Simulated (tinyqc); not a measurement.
Admittance spectroscopy of a deep trap: two steps of the calculation.

Schottky contact on an n-type layer with shallow donors Nd (all ionised) and a donor-like deep trap, neutral when filled and positive when empty; depletion approximation. Traps within lam of the depletion edge stay filled. The traps at xt = W - lam, where the level crosses the Fermi level, follow a slow signal and not a fast one. w = 2 pi f.

Values chosen for this exercise; material values close to those of silicon: relative permittivity eps_r = 11.9; conduction-band density of states at 300 K Nc = 2.77e19 cm^-3; thermal velocity at 300 K vth = 2.3e7 cm/s; shallow donor density Nd = 1.1e16 cm^-3; built-in voltage Vbi = 0.54 V; depth of the trap below the conduction edge Et = 0.29 eV; capture cross-section sn = 2.3e-17 cm^2; trap density Nt = 2.5e15 cm^-3; reverse bias Vr = 0 V; signal frequency f = 500 Hz; temperature T = 223 K.

Constants: q = 1.602176634e-19 C, kB = 1.380649e-23 J/K, eps0 = 8.8541878128e-14 F/cm where lengths are in cm. Results are converted to the units shown.

Task 1. Widths and limiting capacitances. lam = sqrt(2 eps0 eps_r (EF - ET)/(q Nd)), EF - ET = Et - (kB T/q) ln(Nc(T)/Nd), Nc(T) = Nc (T/300 K)^1.5. In the steady state at the band bending V, 2 eps0 eps_r V/q = Nd W^2 + Nt (W - lam)^2 (the second term only if W > lam). V = Vbi + Vr. C_HF = eps0 eps_r/W, C_LF = eps0 eps_r (Nd + Nt)/(Nd W + Nt xt).

Give: lam; W; xt; C_HF; C_LF.

Result 1.

lam = 133.1 nm
W = 248.1 nm
xt = 115.1 nm
C_HF = 42.47 nF/cm^2
C_LF = 47.15 nF/cm^2

The step is 11.0 % of C_HF.

Task 2. Admittance at the signal frequency. Emission rate en = sn vth(T) Nc(T) exp(-Et/kB T) = sn g T^2 exp(-Et/kB T), g = vth Nc/(300 K)^2, as vth goes as T^0.5 and Nc as T^1.5 (degeneracy factor 1). Inflection frequency w0 = 2 en [1 + Nt xt/(Nd W)]; C = C_HF + (C_LF - C_HF)/(1 + (w/w0)^2), G/w = (C_LF - C_HF)(w/w0)/(1 + (w/w0)^2).

W = 248.11123 nm
xt = 115.05719 nm
C_HF = 42.466773 nF/cm^2
C_LF = 47.149095 nF/cm^2

Wanted: en; w0/(2 pi); C; G/w.

Result 2.

en = 2261 1/s
w0/(2 pi) = 795.6 Hz
C = 45.82 nF/cm^2
G/w = 2.109 nF/cm^2

The signal lies near the inflection, where the loss is largest.

Computed by the program tinyqc: `OMP_NUM_THREADS=1 python tinyqc.py 2050120 2050121 out.jsonl`, one thread of a shared Intel Xeon 2.30GHz, about 0.01 s for the whole run.
